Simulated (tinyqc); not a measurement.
Dopant redistribution at a moving silicon-oxide interface during parabolic oxidation: one step, computed by the program tinyqc.

Uniformly doped silicon is oxidised with x_ox = sqrt(B t); the interface advances into the silicon by alpha x_ox, alpha = 0.44. The dopant does not move in the oxide, and at the interface C(silicon) = m C(oxide).

Task: Interface concentration. With the dopant diffusivity D and s = alpha x_ox/(2 sqrt(D t)), in the silicon C = C_B + (C_s - C_B) erfc(y/(2 sqrt(D t)))/erfc(s), y from the original surface. Dopant balance at the interface gives C_s/C_B = 1/[1 + (1/(m alpha) - 1) g], g = sqrt(pi) s exp(s^2) erfc(s).

Inputs (values chosen for the exercise, modelled on boron in silicon under dry oxygen):
```
quantity                                           value    unit
oxidation activation energy E_B                     1.24      eV
segregation coefficient m = C(silicon)/C(oxide)     0.22       -
bulk doping C_B                                  1.3e+17  1/cm^3
temperature T                                       1075       C
```

s = 0.1784001

Give: g; ratio C_s/C_B; C_s in the silicon; concentration in the oxide.

Result:

g = 0.26141

ratio C_s/C_B = 0.29077

C_s in the silicon = 3.7800e+16 1/cm^3

concentration in the oxide = 1.7182e+17 1/cm^3

m alpha = 0.097: the oxide takes more dopant than the consumed silicon held, so the silicon is depleted. For a very fast interface the ratio would tend to m alpha. Caution: in this case the oxide is not much thicker than a typical Deal-Grove length A, so real growth is slower than parabolic. Caution: parabolic growth needs an oxide much thicker than the Deal-Grove length A, which fails for thin films and low temperatures; oxidation-enhanced or retarded diffusion is ignored.
